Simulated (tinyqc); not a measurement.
Inside a calculation. Method: Hueckel theory of the pi electrons, for the molecule Nc1cc[cH+]c(Cl)cc1 (SMILES; centres numbered as the heavy atoms are written). One step of it, computed by the program tinyqc.

Problem. Orbitals. Diagonalise; E = alpha + x beta with beta < 0, so the largest x are filled first; degenerate levels share their electrons. P = sum n_i c_ri c_si; each orbital has its largest coefficient positive (the first on a tie).

Hueckel matrix in units of beta (H = alpha + beta A), lower triangle:
```
,1N,2C,3C,4C,5C,6C,7Cl,8C,9C
1N,1.500000
2C,0.800000,0.000000
3C,0.000000,1.000000,0.000000
4C,0.000000,0.000000,1.000000,0.000000
5C,0.000000,0.000000,0.000000,1.000000,0.000000
6C,0.000000,0.000000,0.000000,0.000000,1.000000,0.000000
7Cl,0.000000,0.000000,0.000000,0.000000,0.000000,0.400000,2.000000
8C,0.000000,0.000000,0.000000,0.000000,0.000000,1.000000,0.000000,0.000000
9C,0.000000,1.000000,0.000000,0.000000,0.000000,0.000000,0.000000,1.000000,0.000000
```

pi electrons, sum of z_r less the charge = 10

Give: x values; occupations; coefficients; charge and bond-order matrix P.

Solution.

x values: 2.262  2.095  1.637  1.236  0.941  -0.456  -0.542  -1.813  -1.861

occupations: 2.000  2.000  2.000  2.000  2.000  0.000  0.000  0.000  0.000

coefficients:
```
,MO1,MO2,MO3,MO4,MO5,MO6,MO7,MO8,MO9
1N,0.427,-0.442,0.540,-0.052,0.518,0.022,-0.202,0.007,-0.134
2C,0.407,-0.329,0.093,0.017,-0.361,-0.053,0.516,-0.031,0.563
3C,0.281,-0.186,-0.167,-0.387,-0.402,0.522,-0.007,0.253,-0.460
4C,0.228,-0.061,-0.367,-0.495,-0.017,-0.184,-0.512,-0.429,0.292
5C,0.235,0.059,-0.433,-0.226,0.386,-0.438,0.285,0.524,-0.083
6C,0.303,0.184,-0.342,0.216,0.380,0.384,0.357,-0.522,-0.137
7Cl,0.464,0.774,0.377,-0.113,-0.144,-0.062,-0.056,0.055,0.014
8C,0.266,0.016,-0.278,0.538,0.030,0.288,-0.456,0.400,0.333
9C,0.297,-0.149,-0.113,0.449,-0.352,-0.515,-0.110,-0.204,-0.482
```

charge and bond-order matrix P, lower triangle:
```
,1N,2C,3C,4C,5C,6C,7Cl,8C,9C
1N,1.881
2C,0.362,0.826
3C,-0.153,0.597,0.905
4C,-0.114,0.153,0.670,0.871
5C,0.104,-0.214,0.119,0.628,0.892
6C,0.099,-0.205,-0.257,0.140,0.656,0.869
7Cl,-0.017,0.039,0.050,-0.042,-0.078,0.149,1.979
8C,-0.113,0.151,-0.204,-0.211,0.148,0.613,-0.068,0.878
9C,-0.148,0.589,0.196,-0.196,-0.254,0.129,-0.041,0.679,0.899
```
